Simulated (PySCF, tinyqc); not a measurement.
Worked calculation: MP2 on RHF in the 6-31g basis, for H4, spin multiplicity 1. The lowest restricted solution is unstable here: a spin-polarised one lies 0.0294 hartree lower (PySCF). One step of it, computed by the program tinyqc.

Question. Iteration 9 (converged): orbitals. Diagonalise F' = X^T F X, C = X C', fill 2 alpha and 2 beta electrons from the bottom; D = 2 C_occ C_occ^T. Each column has its largest component positive (the first on a tie).

converged F (hartree):
```
           1H 1s      1H 2s      2H 1s      2H 2s      3H 1s      3H 2s      4H 1s      4H 2s
1H 1s  -0.056370  -0.534456  -0.308836  -0.392190  -0.510034  -0.510414  -0.223781  -0.357026
1H 2s  -0.534456  -0.463595  -0.392190  -0.431857  -0.510414  -0.493170  -0.357026  -0.440613
2H 1s  -0.308836  -0.392190  -0.056370  -0.534456  -0.223781  -0.357026  -0.510034  -0.510414
2H 2s  -0.392190  -0.431857  -0.534456  -0.463595  -0.357026  -0.440613  -0.510414  -0.493170
3H 1s  -0.510034  -0.510414  -0.223781  -0.357026  -0.056370  -0.534456  -0.308836  -0.392190
3H 2s  -0.510414  -0.493170  -0.357026  -0.440613  -0.534456  -0.463595  -0.392190  -0.431857
4H 1s  -0.223781  -0.357026  -0.510034  -0.510414  -0.308836  -0.392190  -0.056370  -0.534456
4H 2s  -0.357026  -0.440613  -0.510414  -0.493170  -0.392190  -0.431857  -0.534456  -0.463595
```

X:
```
               1          2          3          4          5          6          7         8
1H 1s  -0.407996  -0.536915  -0.514758   0.621757   0.665355   0.438731   0.391348  0.134106
1H 2s   2.410306   1.017054   0.914700  -0.415451   0.112626   0.231611   0.220236  0.200701
2H 1s   0.407996  -0.536915   0.514758   0.621757  -0.665355   0.438731  -0.391348  0.134106
2H 2s  -2.410306   1.017054  -0.914700  -0.415451  -0.112626   0.231611  -0.220236  0.200701
3H 1s   0.407996   0.536915  -0.514758   0.621757  -0.665355  -0.438731   0.391348  0.134106
3H 2s  -2.410306  -1.017054   0.914700  -0.415451  -0.112626  -0.231611   0.220236  0.200701
4H 1s  -0.407996   0.536915   0.514758   0.621757   0.665355  -0.438731  -0.391348  0.134106
4H 2s   2.410306  -1.017054  -0.914700  -0.415451   0.112626  -0.231611  -0.220236  0.200701
```

Give: F' = X^T F X; orbital energies; coefficients C; D after iteration 9.

Answer.

F' = X^T F X (hartree):
```
        1       2       3       4       5       6       7       8
1   0.755   0.000   0.000   0.000  -0.493   0.000   0.000   0.000
2   0.000   0.842   0.000   0.000   0.000  -0.387   0.000   0.000
3   0.000   0.000   0.796   0.000   0.000   0.000  -0.330   0.000
4   0.000   0.000   0.000   0.745   0.000   0.000   0.000  -0.252
5  -0.493   0.000   0.000   0.000   0.962   0.000   0.000   0.000
6   0.000  -0.387   0.000   0.000   0.000   0.244   0.000   0.000
7   0.000   0.000  -0.330   0.000   0.000   0.000  -0.241   0.000
8   0.000   0.000   0.000  -0.252   0.000   0.000   0.000  -0.760
```

orbital energies (hartree): MO1 -0.801, MO2 -0.337, MO3 0.054, MO4 0.355, MO5 0.786, MO6 0.892, MO7 1.033, MO8 1.362

coefficients C:
```
         MO1     MO2     MO3     MO4     MO5     MO6     MO7     MO8
1H 1s  0.232   0.232   0.157   0.103   0.592  -0.604  -0.675  -0.774
1H 2s  0.131   0.467   0.656   1.942  -0.442   0.817   0.811   1.432
2H 1s  0.232  -0.232   0.157  -0.103   0.592   0.604  -0.675   0.774
2H 2s  0.131  -0.467   0.656  -1.942  -0.442  -0.817   0.811  -1.432
3H 1s  0.232   0.232  -0.157  -0.103   0.592  -0.604   0.675   0.774
3H 2s  0.131   0.467  -0.656  -1.942  -0.442   0.817  -0.811  -1.432
4H 1s  0.232  -0.232  -0.157   0.103   0.592   0.604   0.675  -0.774
4H 2s  0.131  -0.467  -0.656   1.942  -0.442  -0.817  -0.811   1.432
```

D after iteration 9:
```
        1H 1s   1H 2s   2H 1s   2H 2s   3H 1s   3H 2s   4H 1s   4H 2s
1H 1s   0.215   0.278   0.001  -0.156   0.215   0.278   0.001  -0.156
1H 2s   0.278   0.471  -0.156  -0.402   0.278   0.471  -0.156  -0.402
2H 1s   0.001  -0.156   0.215   0.278   0.001  -0.156   0.215   0.278
2H 2s  -0.156  -0.402   0.278   0.471  -0.156  -0.402   0.278   0.471
3H 1s   0.215   0.278   0.001  -0.156   0.215   0.278   0.001  -0.156
3H 2s   0.278   0.471  -0.156  -0.402   0.278   0.471  -0.156  -0.402
4H 1s   0.001  -0.156   0.215   0.278   0.001  -0.156   0.215   0.278
4H 2s  -0.156  -0.402   0.278   0.471  -0.156  -0.402   0.278   0.471
```
